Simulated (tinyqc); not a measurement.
Planar ballistic transistor, top-of-the-barrier model: one step of the calculation.

At the top of the source barrier, states moving towards the drain are filled by the source (Fermi level 0) and states moving back by the drain (Fermi level -q Vd); nothing scatters. U is the shift of the band edge there, set by the capacitances CG, CD and CS (the total) and by the charge. Parabolic two-dimensional band; the source is grounded.

Task. Density of states, capacitances and charge at zero bias. N0 = gv m kB T/(pi hbar^2), CG = eps0 eox/tox, vT = sqrt(2 kB T/(pi m)), CS = CG/aG, n0 = n at U = 0 and Vd = 0. eta1 = -(E0 + U)/Vt, eta2 = eta1 - Vd/Vt, n = (N0/2)[F_0(eta1) + F_0(eta2)], F_0(x) = ln(1 + exp x). UL = -(aG Vg + aD Vd).

Values chosen for this exercise; mass and valleys close to those of indium arsenide:
- T = 150 K (temperature)
- m = 0.0289 m0 (effective mass)
- gv = 1 (valley degeneracy)
- eox = 9 (relative permittivity of the gate insulator)
- tox = 3.6 nm (insulator thickness)
- aG = 0.82 (gate control CG/CS)
- aD = 0.011 (drain control CD/CS)
- E0 = 0.36 eV (band edge at the barrier top above the source Fermi level at zero bias)
- Vg = 0.6 V (gate voltage)
- Vd = 0.6 V (drain voltage)

Constants: q = 1.602176634e-19 C, kB = 1.380649e-23 J/K, hbar = 1.054571817e-34 J s, m0 = 9.1093837015e-31 kg, Vt = kB T/q, eps0 = 8.8541878128e-14 F/cm where lengths are in cm. Results are converted to the units shown.

Find: N0; CG; CS; n0; UL.

Result.

N0 = 1.5605e11 cm^-2
CG = 2.2135 uF/cm^2
CS = 2.6994 uF/cm^2
n0 = 0.12525 cm^-2
UL = -0.49860 eV

Computed by the program tinyqc: `OMP_NUM_THREADS=1 python tinyqc.py 2400117 2400118 out.jsonl`, one thread of a shared Intel Xeon 2.30GHz, about 0.01 s for the whole run.
